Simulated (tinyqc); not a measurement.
Worked calculation: Pariser-Parr-Pople SCF with singles CI, for the molecule C=Cc1cccc[cH+]c1 (SMILES; centres numbered as the heavy atoms are written). Computed by tinyqc, a small Python program that keeps every step. Settings: charge = 1, gamma = MN, start = huckel, damping = 0, iteration cap = 63, excitations kept = 4. Command: `OMP_NUM_THREADS=1 python tinyqc.py 24382 24383 out.jsonl` (the two numbers bound the seeds that draw the settings). One thread of a shared host (Intel(R) Xeon(R) Processor @ 2.60GHz), about 0.01 s of CPU time with the checks. Later iterations appear only in the table of the cycle.

## PPP integrals

Centres (angstrom, eV; a flat drawing with bonds scaled to 1.40 angstrom):
```
centre          x          y  core charge z          W   gamma_rr
1C      -3.123000   0.451000              1  11.160000  11.130000
2C      -2.191000  -0.593000              1  11.160000  11.130000
3C      -0.820000  -0.308000              1  11.160000  11.130000
4C       0.031000  -1.419000              1  11.160000  11.130000
5C       1.431000  -1.446000              1  11.160000  11.130000
6C       2.325000  -0.369000              1  11.160000  11.130000
7C       2.040000   1.002000              1  11.160000  11.130000
8C       0.790000   1.633000              1  11.160000  11.130000
9C      -0.483000   1.050000              1  11.160000  11.130000
```

Resonance integrals (eV):
```
i  j       beta
1  2  -2.390000
2  3  -2.390000
3  4  -2.390000
4  5  -2.390000
5  6  -2.390000
6  7  -2.390000
7  8  -2.390000
8  9  -2.390000
9  3  -2.390000
```

Mataga-Nishimoto: gamma = 14.399645/(R + a), a = 2 x 14.399645/(gamma_rr + gamma_ss); H_rr = -W_r - sum_(s != r) z_s gamma_rs; H_rs = beta for bonds.

repulsion gamma_rs (eV), lower triangle:
```
           1C         2C         3C         4C         5C         6C         7C         8C
1C  11.130000
2C   5.346560  11.130000
3C   3.872312   5.344925  11.130000
4C   2.902886   3.929680   5.346587  11.130000
5C   2.312425   2.871397   3.773415   5.345022  11.130000
6C   2.116619   2.476157   3.243631   3.772848   5.346131  11.130000
7C   2.220082   2.476112   3.243520   3.243332   3.773113   5.344925  11.130000
8C   2.675820   2.871786   3.773898   3.244091   3.244052   3.772987   5.345070  11.130000
9C   3.599128   3.930325   5.347146   3.773785   3.243786   3.243204   3.772281   5.345243

           9C
9C  11.130000
```

core matrix H (eV), lower triangle:
```
            1C          2C          3C          4C          5C          6C          7C          8C
1C  -36.205831
2C   -2.390000  -40.406942
3C    0.000000   -2.390000  -45.105433
4C    0.000000    0.000000   -2.390000  -42.718231
5C    0.000000    0.000000    0.000000   -2.390000  -41.069340
6C    0.000000    0.000000    0.000000    0.000000   -2.390000  -40.476501
7C    0.000000    0.000000    0.000000    0.000000    0.000000   -2.390000  -40.578435
8C    0.000000    0.000000    0.000000    0.000000    0.000000    0.000000   -2.390000  -41.432946
9C    0.000000    0.000000   -2.390000    0.000000    0.000000    0.000000    0.000000   -2.390000

            9C
9C  -43.414896
```

## Starting guess

pi electrons, sum of z_r less the charge = 8

Orbitals of the Hueckel matrix of the beta values.

P at the start, lower triangle:
```
           1C         2C         3C         4C         5C         6C        7C        8C
1C   0.901712
2C   0.893904   1.008871
3C   0.107159   0.430020   0.879868
4C  -0.231942  -0.010922   0.578869   0.863650
5C  -0.118081  -0.083093   0.137927   0.665953   0.872558
6C   0.148849   0.030768  -0.201174   0.146835   0.626278   0.868566
7C   0.148849   0.030768  -0.201174  -0.240850   0.142843   0.653417  0.868566
8C  -0.118081  -0.083093   0.137927  -0.205166  -0.213710   0.142843  0.626278  0.872558
9C  -0.231942  -0.010922   0.578869   0.165067  -0.205166  -0.240850  0.146835  0.665953

          9C
9C  0.863650
```

## Iteration 1: Fock matrix

F_rr = H_rr + P_rr gamma_rr / 2 + sum_(s != r) P_ss gamma_rs; F_rs = H_rs - P_rs gamma_rs / 2; E = tr P (H + F) / 2 + core repulsion sum_(r<s) z_r z_s gamma_rs.

F (eV), lower triangle:
```
           1C         2C         3C         4C         5C         6C         7C         8C
1C  -8.651980
2C  -4.779655  -9.167759
3C  -0.207477  -3.539212  -9.869284
4C   0.336651   0.021460  -3.937487  -9.777872
5C   0.136527   0.119296  -0.260228  -4.169768  -9.742421
6C  -0.157529  -0.038093   0.326267  -0.276993  -4.064082  -9.723465
7C  -0.165229  -0.038093   0.326256   0.390578  -0.269482  -4.136234  -9.733442
8C   0.157982   0.119312  -0.260262   0.332788   0.346643  -0.269473  -4.063750  -9.778109
9C   0.417394   0.021463  -3.937649  -0.311464   0.332757   0.390562  -0.276951  -4.169841

           9C
9C  -9.846264
```

pi energy = -106.246037 eV

## Iteration 1: orbitals and new P

Diagonalise F (the basis is taken as orthonormal) and form P = 2 sum c c over the lowest orbitals.

orbital energies (eV): -18.049189  -16.099551  -15.425704  -13.562979  -7.075806  -6.912009  -4.197258  -2.861365  -2.106734

P after iteration 1, lower triangle:
```
           1C         2C         3C         4C         5C         6C        7C        8C
1C   0.849429
2C   0.894259   1.027940
3C   0.142178   0.420730   0.881885
4C  -0.212809  -0.038509   0.577408   0.876498
5C  -0.114168  -0.089471   0.139247   0.672473   0.870458
6C   0.133338   0.043968  -0.201600   0.142500   0.620304   0.868678
7C   0.136284   0.049820  -0.203030  -0.246008   0.142856   0.660187  0.871991
8C  -0.114599  -0.082852   0.137402  -0.205221  -0.211366   0.145159  0.621014  0.869141
9C  -0.222728  -0.041703   0.579040   0.171507  -0.201767  -0.245761  0.137490  0.671177

          9C
9C  0.883980
```

## Iteration 2: Fock matrix

As before.

F (eV), lower triangle:
```
           1C         2C         3C         4C         5C         6C         7C         8C
1C  -8.728867
2C  -4.780604  -9.207091
3C  -0.275279  -3.514386  -9.790544
4C   0.308880   0.075665  -3.933581  -9.706487
5C   0.132003   0.128453  -0.262718  -4.187192  -9.675590
6C  -0.141113  -0.054435   0.326959  -0.268815  -4.048113  -9.671152
7C  -0.151281  -0.061680   0.329266   0.398943  -0.269505  -4.154326  -9.683927
8C   0.153324   0.118967  -0.259270   0.332878   0.342841  -0.273841  -4.049682  -9.712388
9C   0.400813   0.081953  -3.938106  -0.323616   0.327244   0.398527  -0.259326  -4.183801

           9C
9C  -9.798880
```

pi energy = -106.283787 eV

## Iteration 2: orbitals and new P

As before.

orbital energies (eV): -17.979513  -16.060129  -15.356683  -13.613229  -7.042072  -6.832582  -4.225464  -2.799441  -2.065812

P after iteration 2, lower triangle:
```
           1C         2C         3C         4C         5C         6C        7C        8C
1C   0.846815
2C   0.895989   1.025392
3C   0.151855   0.416024   0.877898
4C  -0.206388  -0.042537   0.576170   0.878178
5C  -0.113400  -0.089766   0.142035   0.675023   0.870056
6C   0.128430   0.044832  -0.201369   0.141184   0.617530   0.869387
7C   0.132851   0.052602  -0.203722  -0.247354   0.141931   0.663569  0.874131
8C  -0.113096  -0.081106   0.139182  -0.205007  -0.211872   0.145505  0.618685  0.868254
9C  -0.219746  -0.047547   0.579124   0.173147  -0.199973  -0.247215  0.133471  0.673084

          9C
9C  0.889888
```

## Iteration 3: Fock matrix

As before.

F (eV), lower triangle:
```
           1C         2C         3C         4C         5C         6C         7C         8C
1C  -8.743383
2C  -4.785229  -9.223378
3C  -0.294015  -3.501810  -9.791520
4C   0.299561   0.083578  -3.930272  -9.709167
5C   0.131115   0.128877  -0.267979  -4.194008  -9.669099
6C  -0.135919  -0.055506   0.326583  -0.266333  -4.040697  -9.660537
7C  -0.147471  -0.065125   0.330388   0.401126  -0.267761  -4.163362  -9.671791
8C   0.151312   0.116460  -0.262629   0.332530   0.343662  -0.274494  -4.043458  -9.696839
9C   0.395447   0.093437  -3.938331  -0.326711   0.324335   0.400885  -0.251745  -4.188898

           9C
9C  -9.796072
```

pi energy = -106.286301 eV

## Iteration 3: orbitals and new P

As before.

orbital energies (eV): -17.975012  -16.057370  -15.347699  -13.627890  -7.039971  -6.820258  -4.233398  -2.786845  -2.073341

P after iteration 3, lower triangle:
```
           1C         2C         3C         4C         5C         6C        7C        8C
1C   0.845791
2C   0.896645   1.025348
3C   0.154302   0.414314   0.876568
4C  -0.204197  -0.043573   0.575715   0.879270
5C  -0.112992  -0.089766   0.142937   0.676291   0.869764
6C   0.126892   0.044918  -0.201505   0.140572   0.616035   0.869463
7C   0.131680   0.053235  -0.203821  -0.247630   0.141801   0.665183  0.874667
8C  -0.112569  -0.080523   0.140391  -0.205098  -0.211978   0.146061  0.617417  0.867429
9C  -0.218773  -0.049361   0.579279   0.172817  -0.199680  -0.247337  0.132191  0.673811

          9C
9C  0.891700
```

## Convergence

Stop when output and input P, before any damping, agree to 1e-7.

Course of the cycle:
```
iteration         E (eV)  largest |P(out) - P(in)|
1          -106.24603734                  5.23e-02
2          -106.28378703                  9.68e-03
3          -106.28630146                  2.45e-03
4          -106.28658368                  8.10e-04
5          -106.28662715                  4.08e-04
6          -106.28663558                  2.11e-04
7          -106.28663748                  1.10e-04
8          -106.28663795                  5.72e-05
9          -106.28663808                  2.99e-05
10         -106.28663811                  1.57e-05
11         -106.28663812                  8.25e-06
12         -106.28663812                  4.35e-06
13         -106.28663812                  2.29e-06
14         -106.28663812                  1.21e-06
15         -106.28663812                  6.40e-07
16         -106.28663812                  3.39e-07
17         -106.28663812                  1.80e-07
18         -106.28663812                  9.51e-08
```

Converged in 18 iterations.

## Converged orbitals

Charges are z - P_rr.

orbital energies (eV): -17.972997  -16.055843  -15.344744  -13.633310  -7.040787  -6.813798  -4.235361  -2.783659  -2.074909

coefficients:
```
         MO1        MO2        MO3        MO4        MO5        MO6        MO7        MO8
1C  0.107564  -0.258401   0.010738   0.586711  -0.420391   0.028383   0.566540  -0.004628
2C  0.235009  -0.400947   0.003541   0.544695   0.058777   0.004778  -0.518533   0.008436
3C  0.473904  -0.437602  -0.007840  -0.147024   0.492493  -0.035451  -0.048527  -0.008240
4C  0.384720  -0.142578   0.416160  -0.313833  -0.160119  -0.510293   0.273792  -0.228334
5C  0.332730   0.211481   0.523310  -0.073757  -0.408937   0.262949  -0.324962   0.415530
6C  0.303561   0.469384   0.240160   0.254154   0.324651   0.401810   0.142433  -0.521992
7C  0.304752   0.476205  -0.212841   0.269507   0.273072  -0.435241   0.145265   0.522558
8C  0.336595   0.228063  -0.515525  -0.047729  -0.441836  -0.211543  -0.327132  -0.417231
9C  0.389330  -0.129678  -0.428980  -0.306634  -0.095992   0.522242   0.280772   0.235401

          MO9
1C   0.280695
2C  -0.463554
3C   0.562150
4C  -0.383205
5C   0.225022
6C  -0.075137
7C  -0.065178
8C   0.213497
9C  -0.370620
```

pi charges: 1C 0.154627, 2C -0.025384, 3C 0.124483, 4C 0.119964, 5C 0.130545, 6C 0.130516, 7C 0.124839, 8C 0.133295, 9C 0.107115

## Singles CI, singlets

Over the 4 single excitations with the smallest orbital gaps: A = (e_a - e_i) delta + 2 (ia|jb) - (ij|ab), with (pq|rs) = sum c_mp c_mq gamma_mn c_nr c_ns. f = 2/3 w |mu|^2 in atomic units, mu = sqrt2 sum c_ia sum_m c_mi c_ma R_m.

singlet CI matrix (eV), lower triangle:
```
           4>5        4>6       3>5       3>6
4>5   3.902100
4>6   0.042345   3.979598
3>5  -0.063741  -0.429483  5.369513
3>6   0.467941  -0.001078  0.002565  5.558591
```

singlet excitation energies (eV): 3.770240  3.863437  5.493136  5.682989

oscillator strengths: 0.513721  0.088645  0.692045  1.132772

## Singles CI, triplets

Over the 4 single excitations with the smallest orbital gaps: A = (e_a - e_i) delta - (ij|ab), with (pq|rs) = sum c_mp c_mq gamma_mn c_nr c_ns.

triplet CI matrix (eV), lower triangle:
```
           4>5        4>6        3>5       3>6
4>5   2.344210
4>6   0.038605   2.922143
3>5  -0.012061  -0.008949   3.632099
3>6  -0.008949   0.016507  -0.032435  3.404909
```

triplet excitation energies (eV): 2.341441  2.924080  3.400928  3.636912
